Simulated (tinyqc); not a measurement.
What moves the results: polar nitride quantum well with polarisation fields. A value that a table varies takes the place of the one given here.

Growth along [0001]. e_par = (a_sub - a)/a, Ppz = 2 e_par (e31 - e33 C13/C33), P = Psp + Ppz in each layer; strain relaxation and the strain shift of the gaps are left out, although thick layers with more than about 1 % mismatch would relax.

In a periodic stack without free charge the potential drop over a period vanishes: F_w = (P_b - P_w) Lb/(eps0 (eps_w Lb + eps_b Lw)), F_b = -F_w Lw/Lb, eps0 = 8.8541878e-12 F/m; 1 MV/cm = 1e8 V/m = 0.01 V/angstrom.

Envelope functions on cells of 0.25 angstrom over barrier, well, barrier (widths Lb, Lw, Lb), psi = 0 beyond, psi'/m continuous (mean mass between points), c = hbar^2/2m0. With u(z) the integral of e F (F_w in the well, F_b = -F_w Lw/Lb in the barriers, 1 MV/cm = 0.01 V/angstrom), zero at the centre of the well, the electron sees u plus Vc in the barriers and the hole -u plus Vv. The transition is Eg + E_e + E_h; excitons are left out.

Constants: hbar^2/2m0 = 3.80998211 eV angstrom^2; hc = 1239.841984 eV nm.

Parameters, chosen for this exercise (near those of a GaN well in AlGaN; the results hold for these values, not for the real material): a_w = 3.189 angstrom (lattice constant a, well); a_b = 3.164 angstrom (lattice constant a, barrier); a_sub = 3.189 angstrom (in-plane lattice constant of the stack); Psp_w = -0.0327 C/m^2 (spontaneous polarisation); Psp_b = -0.0482 C/m^2 (spontaneous polarisation); e31_w = -0.344 C/m^2; e31_b = -0.396 C/m^2; e33_w = 0.644 C/m^2; e33_b = 0.894 C/m^2; C_w = 0.267 (C13/C33); C_b = 0.28 (C13/C33); eps_w = 10.2 (dielectric constant); eps_b = 10.2 (dielectric constant); Lb = 100 angstrom (barrier width); Eg = 3.44 eV (gap of the well); Vc = 0.488 eV (conduction offset); Vv = 0.23 eV (valence offset); me = 0.2 m0 (electron, well); meb = 0.238 m0 (electron, barrier); mh = 1.26 m0 (hole, everywhere); Ls = (10, 14, 20, 28, 38, 50) angstrom (well widths); Lw = 18 angstrom (well width).

## Width of the well

Field, levels and overlap anew for each width.

Results:
```
Lw (angstrom)  F_w (MV/cm)  E (eV)  E without field (eV)  overlap^2  ln overlap^2
10                  -2.588  3.7862                3.8335      0.671         -0.40
14                  -2.498  3.6560                3.7341      0.549         -0.60
20                  -2.373  3.5003                3.6401      0.312         -1.16
28                  -2.224  3.3314                3.5705     0.0976         -2.33
38                  -2.063  3.1525                3.5244     0.0136         -4.30
50                  -1.898  2.9688                3.4953   0.000724         -7.23
```

How do the results move?

The red shift grows from 47 to 527 meV. The line drops below Eg between 20 and 28 angstrom, which a square well can never do. Over the last two rows dE/dLw = -15.3 meV per angstrom, against -|e F_w| = -19.0 in the last row; the field itself weakens by 27 % over the table, since a wider well shares the drop with the barrier. The overlap falls by a factor 926.

## Screening the field

F_w = -2.4129 MV/cm

Carriers or a semipolar orientation reduce the field; here it is simply scaled in well and barrier.

Results:
```
share of the field  F_w (MV/cm)  E (eV)     nm  overlap^2  separation (angstrom)
1.0                      -2.413  3.5484  349.4       0.39                   10.5
0.8                      -1.930  3.5869  345.7       0.51                    8.9
0.6                      -1.448  3.6193  342.6       0.64                    7.1
0.4                      -0.965  3.6444  340.2       0.79                    5.0
0.2                      -0.483  3.6604  338.7       0.91                    2.6
0.0                       0.000  3.6660  338.2       0.95                    0.0
```

What can be read from the table?

Full screening shifts the line by -11.2 nm (+118 meV). The first fifth of the screening gives 38 meV and the last fifth 6 meV; a purely quadratic shift would give a ratio of 9, a linear one 1, and here it is 6.9.

## What each parameter does

Polarisation, field, levels and overlap anew. Each row changes one parameter from the base and keeps the others.

Results:
```
case                    F_w (MV/cm)  E (eV)  overlap^2  red shift (meV)
base                         -2.413  3.5484       0.39              118
Lw = 14 angstrom             -2.498  3.6560       0.55               78
Lb = 85 angstrom             -2.350  3.5549       0.41              111
a_sub = 3.199 angstrom       -2.493  3.5415       0.37              124
Psp_b = -0.053 C/m^2         -2.863  3.5080       0.30              158
e33_w = 0.708 C/m^2          -2.413  3.5484       0.39              118
eps_w = 11.2                 -2.228  3.5638       0.43              102
mh = 0.88 m0                 -2.413  3.5642       0.42              114
Vc = 0.415 eV                -2.413  3.5291       0.36              123
```

How do the results move?

The largest shifts from the base row, up to three for each result and ties (the steps differ in size, so this ranks the rows, not the parameters). F_w (MV/cm): Psp_b -0.450, eps_w +0.185, Lw -0.085; unchanged at the printed digits by e33_w, mh and Vc. E (eV): Lw +0.1076, Psp_b -0.0404, Vc -0.0193; unchanged at the printed digits by e33_w. overlap^2: Lw +0.160, Psp_b -0.0882, eps_w +0.0421; unchanged at the printed digits by e33_w. red shift (meV): Psp_b +40, Lw -39, eps_w -15; unchanged at the printed digits by e33_w.

(tinyqc, `OMP_NUM_THREADS=1 python tinyqc.py 1281033 1281034 out.jsonl`, Intel(R) Xeon(R) Processor @ 2.30GHz, 1 thread, shared host, about 0.1 s.)
